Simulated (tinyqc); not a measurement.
# Resistance of a tapered via with liner, size effect and interface: several studies

A round via whose diameter grows from db at the bottom as D(z) = db + 2 z/tan(ang). The fill, of diameter D - 2 tl, starts above the bottom liner (thickness fb tl) and has rho = rho0 (1 + ks lam/(D - 2 tl)); the sidewall liner conducts in parallel with it. The bottom liner and the interface are crossed over the full area pi db^2/4. Spreading in the lines above and below is left out.

Values chosen for this exercise; fill metal close to cobalt: diameter at the bottom db = 11 nm; height hv = 24 nm; sidewall angle ang = 89 degrees; bulk resistivity of the fill rho0 = 6.28 uohm cm; mean free path of the fill lam = 12 nm; size-effect factor ks = 1.6; liner on the sidewall tl = 1.8 nm; liner at the bottom over that on the sidewall fb = 0.5; resistivity of the liner rl = 260 uohm cm; interface resistivity at the bottom ri = 5.1e-13 ohm cm^2; ballistic conductance per area, about 3/(4 rho0 lam) Sb = 1e15 S/m^2; bulk resistivity of the second fill (close to molybdenum) rho2 = 5.19 uohm cm; its mean free path lam2 = 11.4 nm; its liner tl2 = 0.6 nm.

Each table varies one quantity; the others keep the values above.

## Via resistance against the diameter at the bottom

Slices between z0 = fb tl and hv, evaluated at their midpoints: conductance per length pi/4 [(D - 2 tl)^2/rho + (D^2 - (D - 2 tl)^2)/rl], slice resistance = slice height over that. 2000 slices. R_fill = sum of the slices; R_bottom = rl fb tl/(pi db^2/4); R_interface = ri/(pi db^2/4); ballistic (Sharvin) limit 1/(Sb pi (db - 2 tl)^2/4); ideal cylinder rho0 hv/(pi db^2/4).

Results:
```
db (nm),R_fill (ohm),R_bottom (ohm),R_interface (ohm),R (ohm),ballistic limit (ohm),R over ideal cylinder,largest part
6,1018.0,82.761,1.8038,1102.6,221.05,20.684,fill
8.3,275.07,43.248,0.94259,319.26,57.639,11.461,fill
11,95.272,24.623,0.53665,120.43,23.251,7.5936,fill
16,26.988,11.638,0.25365,38.880,8.2807,5.1866,fill
30,4.3501,3.3104,0.072150,7.7326,1.8268,3.6265,fill
42,1.8178,1.6890,0.036811,3.5436,0.86347,3.2573,fill
58,0.82578,0.88567,0.019303,1.7307,0.43024,3.0340,bottom liner
80,0.38994,0.46553,0.010146,0.86561,0.21813,2.8868,bottom liner
```

Estimate the missing row, db = 22 nm.

Computed row:
```
db (nm),R_fill (ohm),R_bottom (ohm),R_interface (ohm),R (ohm),ballistic limit (ohm),R over ideal cylinder,largest part
22,10.311,6.1557,0.13416,16.601,3.7608,4.1869,fill
```

With this row back in the table: R falls from 1100 to 0.866 ohm. The fill is the largest part at db = 6, the bottom liner from 58 on. R goes as db^(-3.82) between the first two rows and db^(-2.15) between the last two; area alone gives -2. For db = 58, 80 the ballistic limit exceeds half of R_fill, so the diffusive model understates R.

## Via resistance against the liner on the sidewall

Same model as above.

2000 slices.

The same in every row: R_interface (ohm) = 0.53665.

Result of one run:
```
tl (nm),R_fill (ohm),R_bottom (ohm),R (ohm),ballistic limit (ohm),R over ideal cylinder,largest part
1.8,95.272,24.623,120.43,23.251,7.5936,fill
```

What becomes of these results when the liner on the sidewall tl is changed from 1.8 to 1.3 nm, all else the same?

Result of the changed run:
```
tl (nm),R_fill (ohm),R_bottom (ohm),R (ohm),ballistic limit (ohm),R over ideal cylinder,largest part
1.3,72.507,17.783,90.827,18.045,5.7269,fill
```

The whole series:
```
tl (nm),R_fill (ohm),R_bottom (ohm),R (ohm),ballistic limit (ohm),R over ideal cylinder,largest part
0,39.550,0,40.087,10.523,2.5276,fill
0.4,46.970,5.4718,52.978,12.238,3.3404,fill
0.9,59.268,12.311,72.116,15.043,4.5471,fill
1.3,72.507,17.783,90.827,18.045,5.7269,fill
1.8,95.272,24.623,120.43,23.251,7.5936,fill
2.2,120.60,30.095,151.23,29.230,9.5357,fill
2.7,165.18,36.934,202.65,40.601,12.778,fill
3.1,214.72,42.406,257.67,55.262,16.247,fill
```

R rises from 40.1 to 258 ohm. The fill is the largest part at tl = 0 and in all other rows. The share of the two bottom terms goes from 1.34 to 16.7 %.

## Two fill metals against the diameter

2000 slices. R_fill = sum of the slices; R_bottom = rl fb tl/(pi db^2/4); R_interface = ri/(pi db^2/4). The second fill has rho2, lam2 and tl2 in place of rho0, lam and tl.

Result of one run:
```
db (nm),"R, first fill (ohm)","R, second fill (ohm)",ratio second/first
100,0.53996,0.29401,0.54452
```

What becomes of these results when the diameter at the bottom db is changed from 100 to 8.5 nm, all else the same?

Result of the changed run:
```
db (nm),"R, first fill (ohm)","R, second fill (ohm)",ratio second/first
8.5,292.67,101.35,0.34630
```

The whole series:
```
db (nm),"R, first fill (ohm)","R, second fill (ohm)",ratio second/first
6,1102.6,278.40,0.25250
8.5,292.67,101.35,0.34630
12,91.205,39.670,0.43496
17,32.850,16.231,0.49408
24,13.326,7.0039,0.52558
35,5.3808,2.9094,0.54069
49,2.5086,1.3676,0.54517
70,1.1518,0.62852,0.54570
100,0.53996,0.29401,0.54452
```

The ratio goes from 0.253 to 0.545. The second fill gives the lower R in every row.

Numbers from tinyqc (`OMP_NUM_THREADS=1 python tinyqc.py 2750137 2750138 out.jsonl`; about 0.01 s on one thread of a shared Intel Xeon 2.30GHz).
